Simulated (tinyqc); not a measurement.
Switching field against angle and time: single-domain magnet: Stoner-Wohlfarth switching, Neel-Arrhenius retention, LLG dynamics and spin torque. Computed by tinyqc, a small Python program. Command: `OMP_NUM_THREADS=1 python tinyqc.py 3005455 3005456 out.jsonl macro walk`. One thread of a shared host (Intel(R) Xeon(R) Processor @ 2.30GHz), about 0.02 s of CPU time with the checks.

The moment is uniform, with unit vector m; z is the easy axis. mu_0 = 1.25663706212e-6 T m/A, gamma = 1.76085963023e11 rad/(s T).

Inputs (values chosen for the exercise, for a model magnet):
```
quantity                      value    unit
saturation magnetisation M_s   1430    kA/m
diameter d                       32      nm
thickness t                     1.6      nm
interface anisotropy K_i       3.01  mJ/m^2
bulk anisotropy K_u              72  kJ/m^3
exchange stiffness A            9.1    pJ/m
temperature T                   250       K
attempt frequency f0             10     GHz
waiting time t_w                  1       s
```

Shape: thin disc, easy axis normal to it.

Constants: k_B = 1.380649e-23 J/K.

Method:
- The disc is treated as an oblate spheroid with p = t/d: N_z = [1 - p arccos(p)/sqrt(1 - p^2)]/(1 - p^2); V = pi d^2 t/4; K_eff = K_u + K_i/t + K_shape, K_shape = -(mu_0 M_s^2/4)(3 N_z - 1); mu_0 H_K = 2 K_eff/M_s.
- Delta = K_eff V/(k_B T); tau = exp(Delta)/f0; probability of a flip within t_w: P = 1 - exp(-t_w/tau). Wall width parameter sqrt(A/K_eff); a two-domain state costs 4 sqrt(A K_eff) times the cross-section that the wall cuts (d t).
- Energy over K_eff V: e(theta) = sin^2(theta) + 2 h cos(theta - psi) for m at the angle theta from +z and a field that points at psi from -z (it pulls m away from +z towards negative theta); h_sw = (cos^(2/3) psi + sin^(2/3) psi)^(-3/2).
- Switching field at T: the h at which the exact barrier equals ln(f0 t_w/ln 2) k_B T (0 if the zero-field barrier is lower). Sharrock form: h_sw [1 - (ln(f0 t_w/ln 2)/Delta)^(1/n)], n = 0.86 + 1.14 h_sw.

stability factor Delta = 302.225

Fields over H_K:
```
psi (degrees)  h_sw at T = 0  thermal, exact barrier  thermal, Sharrock form
1                    0.90707                 0.69314                 0.67214
10                   0.67381                 0.54658                 0.53385
20                   0.57365                 0.47110                 0.46781
30                   0.52402                 0.43235                 0.43348
45                   0.50000                 0.41336                 0.41647
60                   0.52402                 0.43235                 0.43348
75                   0.61466                 0.50251                 0.49537
89                   0.90707                 0.69314                 0.67214
```

At T = 0 the field is least at 45 degrees, H_K/2, and symmetric about it. Thermal help lowers it to 76 % at 1 degree and 83 % at 45 degrees; the Sharrock form misses the exact barrier by at most about 0.021 H_K, at psi = 1 (and its mirror angle). Caution: a flat cylinder has a smaller N_z than the spheroid of the same t/d, so K_eff of a real disc is larger. Caution: a domain wall can cross the element at lower cost, so the single-domain barrier is an upper bound.

Extremes, crossings and ranges named in words are read from the listed rows.
